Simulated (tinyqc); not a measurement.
Inside a calculation. Method: sp3 tight binding, zinc-blende lattice. Computed by tinyqc, a small Python program that keeps every step. Command: `OMP_NUM_THREADS=1 python tinyqc.py 29195 29196 out.jsonl` (the two numbers bound the seeds that draw the settings). One thread of a shared host (Intel(R) Xeon(R) Processor @ 2.60GHz), about 0.01 s of CPU time with the checks.

## Bloch Hamiltonian at k

Parameters chosen for this model: zinc-blende lattice, anion at 0, cation at a/4 (1,1,1); V = eta hbar^2 / (m d^2), hbar^2/m = 7.619964 eV angstrom^2:

| parameter | value | unit |
|---|---|---|
| a | 4.070000 | angstrom |
| d | 1.762362 | angstrom |
| Es anion | -17.330000 | eV |
| Ep anion | -7.770000 | eV |
| Es cation | -10.640000 | eV |
| Ep cation | -4.270000 | eV |
| eta ss | -1.400000 |  |
| eta sp | 1.840000 |  |
| eta pp sigma | 3.240000 |  |
| eta pp pi | -0.810000 |  |
| V ss | -3.434716 | eV |
| V sp | 4.514198 | eV |
| V pp sigma | 7.948915 | eV |
| V pp pi | -1.987229 | eV |

k point k (2 pi / a): 0.360000  -0.390000  -0.520000

Slater-Koster rules over the four bonds with direction cosines (l, m, n): ss V_ss; s-px l V_sp; px-s -l V_sp; px-px l^2 V_pps + (1 - l^2) V_ppp; px-py l m (V_pps - V_ppp); each times exp(i k.d).

H(k) at k (eV), lower triangle (Hermitian):
```
                      a s                a px                 a py                 a pz
a s            -17.330000
a px             0.000000           -7.770000
a py             0.000000            0.000000            -7.770000
a pz             0.000000            0.000000             0.000000            -7.770000
c s   -6.496780-3.085716i  3.689537+3.128532i  -3.331548-3.464705i  -2.198769-5.249680i
c px  -3.689537-3.128532i  2.505901+1.190205i   2.794191+6.671283i   4.233725+4.402941i
c py   3.331548+3.464705i  2.794191+6.671283i   2.505901+1.190205i  -4.688656-3.975732i
c pz   2.198769+5.249680i  4.233725+4.402941i  -4.688656-3.975732i   2.505901+1.190205i

             c s       c px       c py       c pz
c s   -10.640000
c px    0.000000  -4.270000
c py    0.000000   0.000000  -4.270000
c pz    0.000000   0.000000   0.000000  -4.270000
```

## Levels at k

Diagonalise the Hermitian matrix.

eigenvalues (eV): -25.057879  -20.903228  -15.688759  -15.376730  -1.022691  3.014520  3.630240  7.314527

weights |c|^2 of the basis functions:
```
        band 1    band 2    band 3    band 4    band 5    band 6    band 7    band 8
a s   0.643875  0.051799  0.000834  0.007107  0.255194  0.007039  0.000205  0.033946
a px  0.005722  0.163145  0.343133  0.046817  0.040919  0.062034  0.198762  0.139468
a py  0.007470  0.161918  0.235952  0.156644  0.032861  0.056455  0.210330  0.138371
a pz  0.017527  0.143785  0.010302  0.380760  0.046614  0.277714  0.000037  0.123261
c s   0.197434  0.255983  0.002092  0.017093  0.462512  0.010828  0.000326  0.053730
c px  0.034273  0.087998  0.232646  0.031693  0.056530  0.091638  0.286571  0.178652
c py  0.037372  0.081213  0.168017  0.103943  0.045781  0.083450  0.303715  0.176508
c pz  0.056327  0.054159  0.007023  0.255943  0.059589  0.410841  0.000054  0.156064
```

## Bloch Hamiltonian at L

k point L (2 pi / a): 0.500000  0.500000  0.500000

As before.

H(k) at L (eV), lower triangle (Hermitian):
```
                      a s                 a px                 a py                 a pz
a s            -17.330000
a px             0.000000            -7.770000
a py             0.000000             0.000000            -7.770000
a pz             0.000000             0.000000             0.000000            -7.770000
c s   -4.857422-4.857422i   3.685828+3.685828i   3.685828+3.685828i   3.685828+3.685828i
c px  -3.685828-3.685828i   1.873577+1.873577i  -4.683943-4.683943i  -4.683943-4.683943i
c py  -3.685828-3.685828i  -4.683943-4.683943i   1.873577+1.873577i  -4.683943-4.683943i
c pz  -3.685828-3.685828i  -4.683943-4.683943i  -4.683943-4.683943i   1.873577+1.873577i

             c s       c px       c py       c pz
c s   -10.640000
c px    0.000000  -4.270000
c py    0.000000   0.000000  -4.270000
c pz    0.000000   0.000000   0.000000  -4.270000
```

## Levels at L

As before.

eigenvalues (eV): -24.692498  -21.641696  -15.457406  -15.457406  -1.262199  3.417406  3.417406  7.586393

## Bands along a path

The same steps at evenly spaced points between the labelled ones.

Bands along the path (eV):

| k | band 1 | band 2 | band 3 | band 4 | band 5 | band 6 | band 7 | band 8 |
|---|---|---|---|---|---|---|---|---|
| L | -24.692498 | -21.641696 | -15.457406 | -15.457406 | -1.262199 | 3.417406 | 3.417406 | 7.586393 |
| L-G 0.20 | -25.378924 | -20.542479 | -15.159682 | -15.159682 | -1.136109 | 3.119682 | 3.119682 | 7.047511 |
| L-G 0.40 | -26.451670 | -18.260260 | -14.329864 | -14.329864 | -0.811913 | 2.289864 | 2.289864 | 5.513842 |
| L-G 0.60 | -27.344208 | -15.502692 | -13.172317 | -13.172317 | -0.425185 | 1.132317 | 1.132317 | 3.262085 |
| L-G 0.80 | -27.924081 | -12.859408 | -12.076045 | -12.076045 | -0.157098 | 0.036045 | 0.036045 | 0.930587 |
| G | -28.125206 | -11.600755 | -11.600755 | -11.600755 | -0.439245 | -0.439245 | -0.439245 | 0.155206 |
| G-X 0.20 | -27.855208 | -12.744831 | -12.744831 | -12.236751 | -0.325263 | 0.407223 | 0.704831 | 0.704831 |
| G-X 0.40 | -27.057216 | -15.079880 | -15.079880 | -13.900593 | 0.017313 | 0.930497 | 3.039880 | 3.039880 |
| G-X 0.60 | -25.779732 | -17.317809 | -17.317809 | -16.117084 | 0.509861 | 1.376955 | 5.277809 | 5.277809 |
| G-X 0.80 | -24.181344 | -18.845699 | -18.845699 | -18.400557 | 1.013080 | 1.558821 | 6.805699 | 6.805699 |
| X | -23.101362 | -19.728394 | -19.383273 | -19.383273 | 1.318394 | 1.501362 | 7.343273 | 7.343273 |
| X-W 0.20 | -23.101362 | -19.728394 | -19.383273 | -19.383273 | 1.318394 | 1.501362 | 7.343273 | 7.343273 |
| X-W 0.40 | -23.101362 | -19.728394 | -19.383273 | -19.383273 | 1.318394 | 1.501362 | 7.343273 | 7.343273 |
| X-W 0.60 | -23.101362 | -19.728394 | -19.383273 | -19.383273 | 1.318394 | 1.501362 | 7.343273 | 7.343273 |
| X-W 0.80 | -23.101362 | -19.728394 | -19.383273 | -19.383273 | 1.318394 | 1.501362 | 7.343273 | 7.343273 |
| W | -23.101362 | -19.728394 | -19.383273 | -19.383273 | 1.318394 | 1.501362 | 7.343273 | 7.343273 |

With 4 band(s) filled, the highest filled level on these points lies at G and the lowest empty one at L: a gap of 10.3386 eV, indirect.
